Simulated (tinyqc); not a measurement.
# Abrupt p-n junction, non-linear Poisson equation by Newton steps: what changes with what

One dimension, p side on the left, n side on the right; net doping C = -Na for x < 0 and +Nd for x > 0. The potential psi is counted from the intrinsic level, and the quasi-Fermi potentials are flat: 0 for holes and -V for electrons, so n = ni exp((psi + V)/Vt) and p = ni exp(-psi/Vt) (Boltzmann statistics, full ionisation, no current). Under reverse bias this makes the minority densities vanishingly small everywhere; they play no part in the charge.

Inputs (values chosen for the exercise); band and dielectric values close to those of 4H silicon carbide: temperature T = 350 K; band gap Eg = 3.29 eV; relative permittivity eps_r = 9.84; conduction-band density of states at T Nc = 2.14e19 cm^-3; valence-band density of states at T Nv = 3.1e19 cm^-3; acceptor density of the p side Na = 5.9e15 cm^-3; donor density of the n side Nd = 8.3e15 cm^-3; bias of the p side against the n side V = -7.3 V.

Constants: q = 1.602176634e-19 C, kB = 1.380649e-23 J/K, Vt = kB T/q, eps0 = 8.8541878128e-14 F/cm where lengths are in cm. Results are converted to the units shown.

Each table varies one quantity; the others keep the values above.

## Capacitance and field against bias

The Poisson equation d/dx(eps0 eps_r dpsi/dx) = -q (p - n + C) is solved on a mesh of more than 1000 nodes that ends in neutral material (psi_p = -Vt ln(Na/ni), psi_n = Vt ln(Nd/ni) - V). C_j = q d/dV of the integral of p over x, from the linearised equation. ni = sqrt(Nc Nv) exp(-Eg/(2 Vt)), Eg in volts. Depletion approximation: Vbi = Vt ln(Na Nd/ni^2), W = sqrt(2 eps0 eps_r (Vbi - V)(1/Na + 1/Nd)/q), xp = W Nd/(Na + Nd), xn = W Na/(Na + Nd), peak field 2 (Vbi - V)/W, capacitance eps0 eps_r/W. The last column applies it to an abrupt Na-Nd junction.

Capacitance and field against bias:
```
V (V)  peak |E| (kV/cm)  C_j (nF/cm^2)  1/C_j^2 (cm^4/uF^2)  eps0 eps_r/C_j (nm)  abrupt depletion C (nF/cm^2)
0                 58.89          9.382              1.136e4                928.6                         9.280
-0.25             61.52          8.981              1.240e4                970.2                         8.891
-0.5              64.05          8.627              1.344e4                 1010                         8.547
-0.75             66.48          8.311              1.448e4                 1048                         8.240
-1                68.82          8.028              1.552e4                 1085                         7.964
-1.25             71.09          7.772              1.655e4                 1121                         7.714
-1.5              73.29          7.539              1.759e4                 1156                         7.486
-1.75             75.42          7.326              1.863e4                 1189                         7.277
-2                77.49          7.130              1.967e4                 1222                         7.085
```

What does the table show?

With V going from 0 to -2 V, C_j falls from 9.38 to 7.13 nF/cm^2 and the peak field rises from 58.9 to 77.5 kV/cm. The slope of 1/C_j^2, read as N = 2/(q eps0 eps_r |slope|), gives 3.45e15 cm^-3 between the first two rows and 3.45e15 cm^-3 between the last two, against Na Nd/(Na + Nd) = 3.45e15 cm^-3; the slopes of all rows agree within 0.01 %, as for uniform doping at both edges. At the end C_j goes as (Vbi - V)^(-0.51) with Vbi = 2.79 V, and it is 0.63 % above the abrupt depletion formula (at the first row 1.1 % above it).

## Effect of the band gap

Exact first integral for an abrupt junction with thick neutral sides: psi_p = -Vt ln(Na/ni), psi_n = Vt ln(Nd/ni) - V, psi_j = (Nd psi_n + Na psi_p - Vt (Nd - Na))/(Na + Nd) at the junction, n_j = ni exp((psi_j + V)/Vt), p_j = ni exp(-psi_j/Vt), and E_j^2 = (2 q/(eps0 eps_r)) [Nd (psi_n - psi_j - Vt) + Vt (n_j + p_j)] (minority densities of the neutral sides neglected).

The same in every row: share of W on the n side (%) = 41.549.

Result of one run:
```
Eg (eV)  ni (cm^-3)  Vbi (V)  W (nm)  peak field, depletion (kV/cm)  peak field, exact (kV/cm)
1.09      3.6579e11  0.59471  1577.9                         100.07                     99.683
```

What becomes of these results when the band gap Eg is changed from 1.09 to 3.01 eV, all else the same?

Result of the changed run:
```
Eg (eV)  ni (cm^-3)  Vbi (V)  W (nm)  peak field, depletion (kV/cm)  peak field, exact (kV/cm)
3.01      0.0054934   2.5147  1759.3                         111.57                     111.23
```

The whole series:
```
Eg (eV)  ni (cm^-3)  Vbi (V)  W (nm)  peak field, depletion (kV/cm)  peak field, exact (kV/cm)
1.09      3.6579e11  0.59471  1577.9                         100.07                     99.683
1.47       6.7198e8  0.97471  1615.4                         102.45                     102.07
1.86       1.0459e6   1.3647  1653.1                         104.83                     104.47
2.24         1921.3   1.7447  1688.9                         107.11                     106.75
2.63         2.9903   2.1347  1724.9                         109.39                     109.04
3.01      0.0054934   2.5147  1759.3                         111.57                     111.23
3.4       8.5500e-6   2.9047  1794.0                         113.77                     113.43
```

ni falls from 3.66e11 to 8.55e-6 cm^-3, and Vbi follows the gap one to one, staying 0.495 V below it (Vt ln(Nc Nv/(Na Nd))). W rises from 1580 to 1790 nm and the exact peak field rises from 99.7 to 113 kV/cm. W goes as the square root of Vbi - V, the exact field as (Vbi - V)^(0.50) on average. The depletion field is 0.38 % above the exact one in the first row and 0.30 % above it in the last.

Computed by the program tinyqc: `OMP_NUM_THREADS=1 python tinyqc.py 2000157 2000158 out.jsonl`, one thread of a shared Intel Xeon 2.30GHz, about 0.02 s for the whole run.
